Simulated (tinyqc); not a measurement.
# Molecular dynamics of a small cluster by velocity Verlet steps, step by step

A worked calculation. Computed by tinyqc, a small Python program that keeps every step. Command: `OMP_NUM_THREADS=1 python tinyqc.py 3015589 3015590 out.jsonl verlet walk`. One thread of a shared host (Intel(R) Xeon(R) Processor @ 2.30GHz), about 0.2 s of CPU time with the checks. Intermediate numbers are printed to about 5 digits and carried at full precision; extremes and crossings named in words are read from the listed rows.

E = sum_(i<j) phi(r_ij), phi(r) = eps [exp(-2 alpha (r - r0)) - 2 exp(-alpha (r - r0))]; the force on i is -sum_j phi'(r_ij) (R_i - R_j)/r_ij.

Inputs (values chosen for the exercise, for model atoms):
```
quantity         value        unit
length r0          2.5    angstrom
well depth eps     0.3          eV
stiffness alpha   1.81  1/angstrom
atomic mass M     43.8           u
time step dt       8.2          fs
steps              300           -
```

Potential: Morse. Thermostat: none.

starting positions (angstrom):
```
            x      y      z
atom 1  -0.01  -0.01   0.03
atom 2   2.46      0  -0.04
atom 3   1.25   2.18      0
atom 4   1.23   0.73   2.01
atom 5   1.22   0.71  -2.04
```

starting velocities (angstrom/fs):
```
               x         y         z
atom 1   -0.0001  -0.00094  -0.00185
atom 2   0.00011  -0.00129   0.00163
atom 3  -0.00226   0.00234  -0.00083
atom 4  -0.00064   0.00148   0.00182
atom 5   0.00288   -0.0016  -0.00076
```

Constants: 1 eV/(angstrom u) = 9.648533212e-03 angstrom/fs^2; k_B = 8.617333262e-05 eV/K.

## State at the start

Velocity Verlet: a = c F/M with c = 9.648533212e-3 angstrom/fs^2 per eV/(angstrom u); R(new) = R + v dt + a dt^2/2; v(new) = v + (a + a(new)) dt/2. Kinetic energy K = M v^2/(2c); temperature T = 2K/((3N - 3) k_B), rotation of the cluster included.

forces (eV/angstrom):
```
               x         y         z
atom 1  -0.08113   0.01583  -0.10914
atom 2   0.11486  -0.03786   0.07283
atom 3  -0.03058  -0.02122  -0.05797
atom 4   0.05532   0.00720   0.06485
atom 5  -0.05848   0.03604   0.02942
```

potential energy = -2.7283 eV

kinetic energy = 0.084585 eV

temperature = 163.59 K

## Step 1

The formulas are those given above.

positions after step 1 (angstrom):
```
              x        y        z
atom 1  -0.0114  -0.0176   0.0140
atom 2   2.4618  -0.0109  -0.0261
atom 3   1.2312   2.1990  -0.0072
atom 4   1.2252   0.7422   2.0254
atom 5   1.2432   0.6971  -2.0460
```

new forces (eV/angstrom):
```
               x         y         z
atom 1  -0.02608   0.05903  -0.05695
atom 2   0.05948   0.02998   0.08257
atom 3  -0.00920  -0.14538  -0.04530
atom 4   0.03089   0.00649  -0.04477
atom 5  -0.05508   0.04988   0.06445
```

velocities after step 1 (angstrom/fs):
```
                 x           y           z
atom 1  -0.0001968  -0.0008724  -0.0020000
atom 2   0.0002675  -0.0012971   0.0017704
atom 3  -0.0022959   0.0021895  -0.0009233
atom 4  -0.0005621   0.0014924   0.0018381
atom 5   0.0027774  -0.0015224  -0.0006752
```

total energy = -2.6436 eV

## Step 2

The formulas are those given above.

positions after step 2 (angstrom):
```
              x        y        z
atom 1  -0.0132  -0.0243  -0.0028
atom 2   2.4644  -0.0213  -0.0110
atom 3   1.2123   2.2159  -0.0151
atom 4   1.2208   0.7545   2.0401
atom 5   1.2655   0.6850  -2.0511
```

new forces (eV/angstrom):
```
               x         y         z
atom 1   0.02286   0.09496  -0.00943
atom 2   0.00772   0.08535   0.08532
atom 3   0.00961  -0.24504  -0.03230
atom 4   0.00981   0.00430  -0.13865
atom 5  -0.05000   0.06042   0.09506
```

velocities after step 2 (angstrom/fs):
```
                 x           y           z
atom 1  -0.0001997  -0.0007333  -0.0020600
atom 2   0.0003282  -0.0011930   0.0019220
atom 3  -0.0022956   0.0018369  -0.0009934
atom 4  -0.0005254   0.0015021   0.0016725
atom 5   0.0026825  -0.0014228  -0.0005312
```

total energy = -2.6434 eV

## Fastest vibration

Relax the cluster, diagonalise the Hessian (central differences): omega_max = sqrt(c lambda_max/M). Verlet steps are stable for omega_max dt < 2.

omega_max = 0.042974 1/fs

shortest period = 146.21 fs

omega_max dt = 0.35238

The step is 1/17.8 of the shortest period.

## The trajectory

Spread = largest minus smallest value. The test of the step is the spread (largest minus smallest) of the total energy over the run without thermostat, against the spread of K; the step passes below 5 %. The mean T is over the second half.

Course of the run (evenly spaced rows):
```
step  t (fs)   U (eV)    K (eV)  U + K (eV)   T (K)
0        0.0  -2.7283  0.084585     -2.6437  163.59
21     172.2  -2.7085  0.065262     -2.6432  126.22
42     344.4  -2.6942  0.051150     -2.6430   98.93
63     516.6  -2.7011  0.057761     -2.6434  111.72
84     688.8  -2.7117  0.068286     -2.6434  132.07
105    861.0  -2.7022  0.059140     -2.6431  114.38
126   1033.2  -2.7245  0.081170     -2.6434  156.99
147   1205.4  -2.7171  0.073730     -2.6433  142.60
168   1377.6  -2.7062  0.063049     -2.6432  121.94
189   1549.8  -2.6946  0.051470     -2.6431   99.55
210   1722.0  -2.7001  0.056736     -2.6433  109.73
231   1894.2  -2.7099  0.066550     -2.6433  128.71
252   2066.4  -2.7137  0.070513     -2.6431  136.38
273   2238.6  -2.7234  0.079920     -2.6435  154.57
294   2410.8  -2.7128  0.069492     -2.6433  134.40
```

spread of the total energy = 7.0986e-04 eV

spread of the total over spread of K = 0.018220

mean temperature = 125.42 K

The total energy keeps within 1.8 % of the swings of K, so the step passes.

## Energy conservation against the time step

Runs without thermostat over the same span of time, steps x dt; spread = largest minus smallest value. For contrast, the energy gained over the first 30 dt (dt of the inputs) by explicit Euler steps: R(new) = R + v dt, v(new) = v + a dt.

Energy error (eV):
```
dt (fs)  omega_max dt  Verlet, spread of U + K  Euler, gain in U + K
1.025          0.0440               1.0997e-05            1.3556e-02
2.050          0.0881               4.3935e-05            3.2120e-02
4.100          0.1762               1.7638e-04            9.1273e-02
8.200          0.3524               7.0986e-04            3.4890e-01
16.400         0.7048               3.0496e-03            2.2881e+00
24.600         1.0571               7.4236e-03            2.1532e+01
```

The Verlet error grows as dt^2.00 between the first rows, the second order of the method. Euler steps gain energy steadily: over that short span the gain in the first row is already 1200 times the Verlet spread of the whole run, and it grows as dt^1.24, tending to the first order of that method as dt shrinks. Caution: where the Euler gain approaches or exceeds the binding energy the cluster has blown apart.

Checks made by the program: time reversal over 50 steps (relative difference below 1e-10).
